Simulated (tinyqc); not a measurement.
## Length offset and series resistance from crossing lines

Question. R_total = Rs + k (L - dL)/Vo with constant Rs, dL and k. Find k, dL and Rs.

R_total at (L, Vo) = (30, 0.34), (90, 0.34), (30, 0.93) and (90, 0.93), L in nm and Vo in V (ohm um): 549.70588  990.88235  429.35484  590.64516

Solution. At each overdrive R is a straight line in L with slope k/Vo; the two lines cross at L = dL, R = Rs.

k = 2.50 ohm um V/nm
dL = 4.20 nm
Rs = 360 ohm um

Numbers from tinyqc (`OMP_NUM_THREADS=1 python tinyqc.py 2282074 2282075 out.jsonl`; about 0.03 s on one thread of a shared Intel Xeon 2.30GHz).
